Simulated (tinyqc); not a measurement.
Inside a calculation. Model: out-diffusion of a doped substrate or buried layer into a growing epitaxial film. Computed by tinyqc, a small Python program that keeps every step. Command: `OMP_NUM_THREADS=1 python tinyqc.py 3003879 3003880 out.jsonl buried walk`. One thread of a shared host (Intel(R) Xeon(R) Processor @ 2.30GHz), about 0.01 s of CPU time with the checks. Intermediate numbers are printed to about 6 digits and carried at full precision; extremes and crossings named in words are read from the listed rows.

x is counted from the original substrate surface into the film, whose surface moves as x = v t. Substrate dopant has one diffusivity; the dopant of the film is taken as uniform.

Inputs (values chosen for the exercise, modelled on arsenic in silicon):
```
quantity                                            value    unit
prefactor D0                                           11  cm^2/s
activation energy E                                  4.03      eV
substrate concentration C_s                       1.7e+18  1/cm^3
film doping C_e                                     4e+16  1/cm^3
growth rate v                                        0.12  um/min
film thickness d                                      1.2      um
growth temperature T                                 1025       C
autodoping level at the start, as a share of C_s    7e-05       -
decay length of autodoping                           0.61      um
later thermal budget (Dt)2                        1.1e-12    cm^2
```

Film doping: same type as the substrate.

Constants: k_B = 8.617333262e-05 eV/K.

## Scales

D = D0 exp(-E/(k_B T)); growth time t = d/v; l = 2 sqrt(D t); growth number G = v t/l = d/l; 1 um = 1e-4 cm. Temperatures in kelvin are T(C) + 273.15.

diffusivity D = 2.48780e-15 cm^2/s

growth time t = 10 min

length l = 0.0244351 um

growth number G = 49.1098

The surface outruns diffusion, so the film acts as an infinite medium.

## Moving boundary against the simple erfc

For a surface that grows from dopant-free material and loses none by evaporation, with u = x/l and s = G - u: C/C_s = (1/2) [erfc(u) + (1 + 4 G (G + s)) exp(4 G s) erfc(G + s) - (4G/sqrt(pi)) exp(-u^2)]; for large G it tends to (1/2) erfc(u). Early in the growth G = sqrt(v x_s/(4 D)) for the thickness x_s reached so far; rows give C at the interface (u = 0) and at the surface (u = G).

The first stage of growth:
```
G     C/C_s at the interface  C at the surface (1/cm^3)  simple erfc there (1/cm^3)    ratio  thickness x_s (nm)
0.10                0.824033                1.34907e+18                 7.54407e+17  1.78826         4.97560e-03
0.25                0.679673                9.33520e+17                 6.15123e+17  1.51762         3.10975e-02
0.50                0.577186                4.75760e+17                 4.07575e+17  1.16729         1.24390e-01
0.75                0.538076                2.23713e+17                 2.45518e+17  0.91119         2.79877e-01
1.00                0.520901                9.65432e+16                 1.33704e+17  0.72206         4.97560e-01
1.50                0.507942                1.36446e+16                 2.88106e+16  0.47360         1.11951e+00
2.00                0.503733                1.30160e+15                 3.97607e+15  0.32736         1.99024e+00
2.50                0.502020                8.18408e+13                 3.45909e+14  0.23660         3.10975e+00
3.00                0.501207                3.33249e+12                 1.87769e+13  0.17748         4.47804e+00
```

At the interface the value falls from 0.824 towards 1/2 as G grows; among these rows it is within 1 % of 1/2 from G = 2 on. At the surface the ratio to the simple erfc goes from 1.788 to 0.177: a fixed wall would double the value, while fresh undoped material dilutes a fast-moving surface. The surface value drops below C_e = 4.0e16 by the row at 1.12 nm; the finished film has G = 49.1. Caution: rows with a thickness or a length l = x_s/G below about 1 nm are formal for a continuum model.

## Transition width

After growth and the later budget: l2 = 2 sqrt(D t + (Dt)2); C(x) = (C_s/2) erfc(x/l2) + share x C_s exp(-x/decay length) for x > 0 (autodoping taken as unchanged by the later budget). The transition x_t solves C(x) = C_e, where the total doping is twice the intended value. Usable film = d - x_t. Also give x_t for the erfc term alone, after growth and after the later budget.

length l2 = 0.0322036 um

x_t after growth, erfc alone = 0.0343105 um

x_t after the later budget, erfc alone = 0.0452187 um

x_t with autodoping = 0.0452454 um

usable film = 1.15475 um

Solid-state diffusion sets the transition. The later budget is 0.74 times that of the growth.

## Profile in the film

Positions are 0.05, 0.2, 0.4, 0.6, 0.8, 1, 1.25 and 1.5 of x_t with autodoping (any beyond the film thickness are formal); net doping = C + C_e.

Concentrations (1/cm^3):
```
x/x_t     x (um)    diffusion   autodoping   net doping
0.05   0.0022623  7.82733e+17  1.18559e+14  8.22852e+17
0.20   0.0090491  5.87419e+17  1.17248e+14  6.27536e+17
0.40   0.0180982  3.62732e+17  1.15521e+14  4.02847e+17
0.60   0.0271473  1.98217e+17  1.13820e+14  2.38331e+17
0.80   0.0361963  9.51452e+16  1.12144e+14  1.35257e+17
1.00   0.0452454  3.98895e+16  1.10493e+14  8.00000e+16
1.25   0.0565568  1.10529e+16  1.08463e+14  5.11613e+16
1.50   0.0678681  2.44681e+15  1.06470e+14  4.25533e+16
```

Checks made by the program: conservation of dopant by the moving-boundary solution (relative difference below 1e-10).
